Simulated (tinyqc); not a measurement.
# Frequency dispersion of an accumulation capacitance by border traps, distributed model: two studies

Traps spread evenly through the insulator exchange electrons with the semiconductor by tunnelling, with tau(x) = t0 exp(2 ka x) at depth x from the interface. The admittance per area Y seen at depth x obeys dY/dx = -Y^2/(i w eps0 eox) + q Nb ln(1 + i w tau)/tau, with Y(0) = i w Cs and w = 2 pi f; the gate sees Y(tox) = G + i w C. Working variable y = Y/(i w), in uF/cm^2. Cox = eps0 eox/tox.

Values chosen for this exercise; permittivity close to that of hafnium oxide:
- eox = 19.9 (relative permittivity of the insulator)
- tox = 5.4 nm (insulator thickness)
- Cs = 4.7 uF/cm^2 (semiconductor capacitance in accumulation)
- Nb = 5.9e18 cm^-3 eV^-1 (density of border traps)
- ka = 6 1/nm (decay constant of the wave function in the insulator)
- t0 = 1e-11 s (time constant of a trap at the interface)
- f = 10000 Hz (frequency)

Constants: q = 1.602176634e-19 C, eps0 = 8.8541878128e-14 F/cm where lengths are in cm. Results are converted to the units shown.

Each table varies one quantity; the others keep the values above.

## Capacitance and loss against frequency

Cox; trap-free value 1/(1/Cox + 1/Cs); response depth d = ln(1/(w t0))/(2 ka), where w tau = 1; lumped estimate: all traps within d act as C_bt = q Nb d placed at d/2, so C = 1/{1/[1/(1/Cs + d/(2 eps0 eox)) + C_bt] + (tox - d/2)/(eps0 eox)}. C and G from a fine integration; dispersion -d C/d log10 f over C, from f times and over 1.1. For a broad spread of time constants G/w is close to -(pi/2) dC/d ln w.

The same in every row: trap-free C (uF/cm^2) = 1.926.

Capacitance and loss against frequency:
```
f (Hz)	d (nm)	C (uF/cm^2)	G/w (uF/cm^2)	dispersion (% a decade)	-(pi/2) dC/d ln w (uF/cm^2)	lumped C (uF/cm^2)
10	1.766	1.971	0.004499	0.3344	0.004497	1.968
100	1.574	1.965	0.004204	0.3135	0.004202	1.962
1000	1.382	1.959	0.003920	0.2932	0.003918	1.956
10000	1.190	1.953	0.003646	0.2735	0.003644	1.951
1e5	0.9981	1.948	0.003382	0.2543	0.003380	1.946
1e6	0.8063	1.944	0.003128	0.2358	0.003127	1.941
1e7	0.6144	1.939	0.002884	0.2179	0.002883	1.937
```

What does the table show?

C falls from 1.971 to 1.939 uF/cm^2, towards the trap-free 1.926; each decade of frequency removes ln 10/(2 ka) = 0.192 nm from the response depth. The dispersion falls from 0.334 to 0.218 % a decade and G/w falls from 0.00450 to 0.00288 uF/cm^2. G/w stays at 1.00 times -(pi/2) dC/d ln w, the relation for a broad spread of time constants.

## Effect of the semiconductor capacitance in accumulation

Same model as above.

The same in every row: d (nm) = 1.190.

Results:
```
Cs (uF/cm^2)	C (uF/cm^2)	G/w (uF/cm^2)	dispersion (% a decade)	-(pi/2) dC/d ln w (uF/cm^2)	lumped C (uF/cm^2)	trap-free C (uF/cm^2)
0.2	0.2938	0.01073	5.353	0.01073	0.2868	0.1884
0.39	0.4445	0.009933	3.275	0.009932	0.4380	0.3484
0.75	0.6918	0.008690	1.841	0.008690	0.6861	0.6098
1.4	1.043	0.007067	0.9927	0.007066	1.039	0.9797
5.4	2.058	0.003324	0.2366	0.003322	2.056	2.034
10	2.474	0.002195	0.1299	0.002192	2.472	2.460
20	2.813	0.001449	0.07532	0.001445	2.811	2.805
```

Estimate the missing row, Cs = 2.8 uF/cm^2.

Computed row:
```
Cs (uF/cm^2)	C (uF/cm^2)	G/w (uF/cm^2)	dispersion (% a decade)	-(pi/2) dC/d ln w (uF/cm^2)	lumped C (uF/cm^2)	trap-free C (uF/cm^2)
2.8	1.549	0.005028	0.4759	0.005027	1.545	1.507
```

With this row back in the table: As Cs goes from 0.2 to 20, C rises from 0.294 to 2.81 uF/cm^2, the dispersion falls from 5.35 to 0.0753 % a decade and G/w falls from 0.0107 to 0.00145 uF/cm^2. The lumped estimate is 2.4 % below C in the first row and 0.046 % below it in the last. The same traps disperse C more when Cs is small, since they then add to the weaker series term.

Numbers from tinyqc (`OMP_NUM_THREADS=1 python tinyqc.py 2202099 2202100 out.jsonl`; about 0.3 s on one thread of a shared Intel Xeon 2.30GHz).
